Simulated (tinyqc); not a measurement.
Worked calculation: bound state in one dimension: Numerov shooting, finite differences, DVR. Computed by tinyqc, a small Python program that keeps every step. Settings: points = 64. Command: `OMP_NUM_THREADS=1 python tinyqc.py 23598 23599 out.jsonl` (the two numbers bound the seeds that draw the settings). One thread of a shared host (Intel(R) Xeon(R) Processor @ 2.60GHz), about 0.01 s of CPU time with the checks.

## Numerov steps at E = 0.1

One particle of mass 1 in V = 5.36 (x^2 - 2.14^2)^2 / 2.14^4 (atomic units), psi = 0 at both ends:
```
parameter                 value
left end              -3.400000
right end              3.400000
intervals                    64
h                      0.106250
state sought (nodes)          2
```

k_i = 2 m (E - V_i); (1 + h^2 k_(i+1)/12) y_(i+1) = 2 (1 - 5 h^2 k_i/12) y_i - (1 + h^2 k_(i-1)/12) y_(i-1), from y_0 = 0, y_1 = 0.001.

Points along the way:
```
i         x        V         k       y
0   -3.4000  12.4529  -24.7058  0.0000
1   -3.2938  10.0446  -19.8892  0.0010
2   -3.1875   7.9591  -15.7182  0.0022
3   -3.0812   6.1726  -12.1452  0.0038
4   -2.9750   4.6620   -9.1240  0.0060
5   -2.8687   3.4051   -6.6101  0.0087
21  -1.1687   2.6394   -5.0787  0.1198
22  -1.0625   3.0431   -5.8863  0.1455
23  -0.9563   3.4332   -6.6664  0.1809
24  -0.8500   3.8022   -7.4043  0.2301
25  -0.7438   4.1433   -8.0867  0.2988
26  -0.6375   4.4509   -8.7018  0.3950
```

## Bisection on the node count

With more sign changes than the state has nodes (the last point included) the energy is too high, else too low; the bracket starts as 0.1 to 12.

Trials:
```
trial         E  sign changes  y at the right end   next
1      6.050000             5           -7.76e-03  lower
2      3.075000             2            2.64e+00  raise
3      4.562500             4            4.54e-02  lower
4      3.818750             2            9.48e-02  raise
5      4.190625             3           -3.75e-04  lower
6      4.004688             2            9.60e-03  raise
7      4.097656             3           -1.57e-03  lower
8      4.051172             2            2.12e-03  raise
9      4.074414             3           -1.55e-04  lower
10     4.062793             2            8.68e-04  raise
11     4.068604             2            3.29e-04  raise
12     4.071509             2            8.06e-05  raise
13     4.072961             3           -3.86e-05  lower
14     4.072235             2            2.06e-05  raise
...         ...           ...                 ...    ...
29     4.072486             2            1.28e-09  raise
30     4.072486             2            3.75e-10  raise
31     4.072486             3           -7.78e-11  lower
```

eigenvalue = 4.072486 hartree

## The same grid by other methods

Three-point finite differences and the sine-DVR kinetic matrix of Colbert and Miller on the same points.

Lowest levels (hartree):
```
state  finite differences     DVR
0                  1.4736  1.4764
1                  1.4757  1.4785
2                  4.0631  4.0725
3                  4.1849  4.1966
4                  5.8265  5.8423
```
